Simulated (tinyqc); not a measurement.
# Programming of a floating-gate cell by Fowler-Nordheim tunnelling: what changes with what

Per tunnel area the floating gate has Ctun = 3.9 eps0/tox to the channel (0 V) and Ccg to the control gate, Ct = Ctun/(1 - ag), no other coupling. With the threshold shift U = -Q/Ccg the field is F = ag (Vg - U)/tox, and dU/dt = J/Ccg. Fowler-Nordheim: J = A F^2 exp(-B/F), A = q^2/(16 pi^2 hbar mo phi) (times 1e14 for A/cm^2 with F in V/nm, emitter mass m0), B = (4/3) sqrt(mo/C) phi^1.5, C = hbar^2/(2 m0).

Parameters, values chosen for the exercise; oxide values close to those of silicon dioxide: tunnel barrier phi = 3.02 eV; tunnelling mass mo = 0.41 m0; tunnel oxide thickness tox = 6.7 nm; coupling ratio Ccg/Ct ag = 0.61; threshold shift at the start Vt0 = -1.2 V; control-gate voltage Vg = 11.4 V.

Constants: q = 1.602176634e-19 C, hbar = 1.054571817e-34 J s, m0 = 9.1093837015e-31 kg, eps0 = 8.8541878128e-14 F/cm where lengths are in cm, hbar^2/(2 m0) = 0.0380998212 eV nm^2. Results are converted to the units shown.

Each table varies one quantity; the others keep the values above.

## Threshold shift against time

Exact: exp(B/F(t)) = exp(B/F(0)) + K t, K = A B ag/(Ccg tox), and U = Vg - tox F/ag.

Threshold shift against time:
```
t (s)    F (V/nm)  J (A/cm^2)    U (V)  dU/dlog10 t (V)
5.3e-8      1.145      0.3218   -1.178          0.04872
2.7e-7      1.138      0.2792   -1.098           0.2153
1.4e-6      1.111      0.1631  -0.8017           0.6522
6.9e-6      1.057     0.05116  -0.2067            1.008
3.5e-5     0.9899     0.01035   0.5277            1.035
0.00018    0.9258    0.001821    1.231           0.9365
0.00089    0.8700    3.275e-4    1.844           0.8325
0.0045     0.8197    5.757e-5    2.397           0.7400
0.023      0.7746    1.006e-5    2.892           0.6610
0.11       0.7357    1.898e-6    3.319           0.5964
```

Read the table: what changes, and by how much?

U rises from -1.18 to 3.32 V, while J falls by 5.23 decades, at the end as t^(-1.07). Well past t0 = 1.52e-6 s the stored charge chokes the field and U gains only 0.596 V a decade.

## Effect of the coupling ratio

Same model as above.

After 5e-5 s.

Effect of the coupling ratio:
```
ag    F(0) (V/nm)  F (V/nm)  J (A/cm^2)    U (V)
0.42       0.7899    0.7897    1.844e-5   -1.198
0.47       0.8839    0.8802    4.549e-4   -1.147
0.52       0.9779    0.9449    0.003130  -0.7750
0.57        1.072    0.9682    0.005898  0.01907
0.63        1.185    0.9781    0.007650   0.9978
0.68        1.279    0.9847    0.009074    1.698
0.73        1.373    0.9921     0.01095    2.295
0.78        1.467     1.001     0.01369    2.802
```

What does the comparison show?

The starting field rises from 0.790 to 1.47 V/nm and U rises from -1.20 to 2.80 V. Between the last two rows 0.01 of coupling is worth 101 mV. In 3 of the 8 rows the starting field exceeds 12 MV/cm, where the oxide would wear out or break down quickly.

Range of the model: Programming fields of 10 MV/cm and more wear the oxide; trapping and the channel potential are ignored.

Numbers from tinyqc (`OMP_NUM_THREADS=1 python tinyqc.py 2130053 2130054 out.jsonl`; about 0.01 s on one thread of a shared Intel Xeon 2.30GHz).
